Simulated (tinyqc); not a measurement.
## Tunnel rates from the two plateau currents

Inverse problem. With only the 0-1 transition of a spin-degenerate level in the bias window, I = 2 q G_in G_out/(2 G_in + G_out). Find GL and GR.

Constants: q = 1.602176634e-19 C. Results are converted to the units shown.

sizes of the plateau currents for electrons entering from the left and from the right (pA): 32.668772  25.035882

Answer. q/I(left) = 1/GR + 1/(2 GL) and q/I(right) = 1/GL + 1/(2 GR) are linear in 1/GL and 1/GR.

GL = 0.1900 1/ns
GR = 0.4400 1/ns

tinyqc, about 0.01 s, one thread, Intel Xeon 2.30GHz (shared host): `OMP_NUM_THREADS=1 python tinyqc.py 2780133 2780134 out.jsonl`
